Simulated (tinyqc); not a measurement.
## Off-state parameters from two currents

Inverse problem. Well above V0 the off-state current of a threshold switch is I = Ith exp((V - Vth)/V0). Find V0, Ith and the slope V0 ln 10.

Parameters, values chosen for the exercise: threshold voltage Vth = 2.6 V.

I at 1.3 and 1.95 V (nA): 0.35290497  6.7733039

Answer. ln I is linear in V.

V0 = 0.220 V
Ith = 0.130 uA
slope = 507 mV/decade

Numbers from tinyqc (`OMP_NUM_THREADS=1 python tinyqc.py 2490019 2490020 out.jsonl`; about 0.01 s on one thread of a shared Intel Xeon 2.30GHz).
